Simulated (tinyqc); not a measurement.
Tunnelling through a two-layer gate stack, WKB transmission and Tsu-Esaki current: effect of temperature.

Electrons leave the emitter at x = 0. Energies E (motion across the layers) are in eV from the emitter Fermi level; the collector Fermi level lies at -V and offers states at every E. No charge in the dielectric and no image force: F1 = V/(t1 + t2 eps1/eps2), F2 = F1 eps1/eps2; U = phi1 - F1 x in layer 1 and phi2 - F1 t1 - F2 (x - t1) in layer 2. With C = hbar^2/(2 m0), kappa = sqrt(m (U - E)/C) where U > E and 0 elsewhere; T(E) = exp(-S), S = 2 times the integral of kappa over x.

Each layer adds (2/F) sqrt(m/C) [G(u at its left edge) - G(u at its right edge)] to S, with u = U - E (0 where negative) and G(u) = (2/3) u^1.5. J = J0 times the integral of T(E) N(E) dE, N = ln[(1 + exp(-E/Vt))/(1 + exp((-E - V)/Vt))], J0 = q^2 me m0 kB T/(2 pi^2 hbar^3) (times 1e-4 for A/cm^2 per eV), from E = -Ef to far above the barrier (T = 1 there), by quadrature converged to the digits shown. The share over the barrier is that of energies above the highest band edge; 0 means below 1e-6 %.

Values chosen for this exercise; layer 1 close to silicon dioxide, layer 2 close to aluminium oxide:
- Ef = 0.31 eV (Fermi energy of the emitter above its band bottom)
- me = 0.84 m0 (emitter mass in the supply function)
- phi1 = 2.99 eV (barrier of layer 1 above the emitter Fermi level at zero bias)
- m1 = 0.49 m0 (tunnelling mass of layer 1)
- t1 = 1.1 nm (thickness of layer 1)
- eps1 = 3.76 (relative permittivity of layer 1)
- phi2 = 2.59 eV (barrier of layer 2 at zero bias)
- m2 = 0.41 m0 (tunnelling mass of layer 2)
- t2 = 3.4 nm (thickness of layer 2)
- eps2 = 8.85 (relative permittivity of layer 2)
- V = 0.3 V (voltage across the dielectric)

Constants: q = 1.602176634e-19 C, kB = 1.380649e-23 J/K, hbar = 1.054571817e-34 J s, m0 = 9.1093837015e-31 kg, Vt = kB T/q, hbar^2/(2 m0) = 0.0380998212 eV nm^2. Results are converted to the units shown.

Effect of temperature:
```
T (K),J (A/cm^2),mean E of the current (eV),share over the barrier (%)
50,1.982e-13,-0.1508,0
100,2.001e-13,-0.1492,0
200,2.081e-13,-0.1426,0
300,2.224e-13,-0.1311,0
400,2.446e-13,-0.1139,0
500,2.776e-13,-0.08925,0
600,3.282e-13,-0.04505,8.47e-4
750,2.305e-11,2.493,1.97
```

Between 50 and 300 K the current changes by a factor of 1.12, and between 300 and 750 K by 104; the mean energy of the current rises from -0.151 to 2.49 eV. The transmission grows by a factor e over d = 0.105 eV near E = 0, equal to kB T/q at 1220 K: far below that temperature the thermal tail adds little. At 750 K, 2.0 % of the current passes over the barrier.

tinyqc, about 0.03 s, one thread, Intel Xeon 2.30GHz (shared host): `OMP_NUM_THREADS=1 python tinyqc.py 2540047 2540048 out.jsonl`
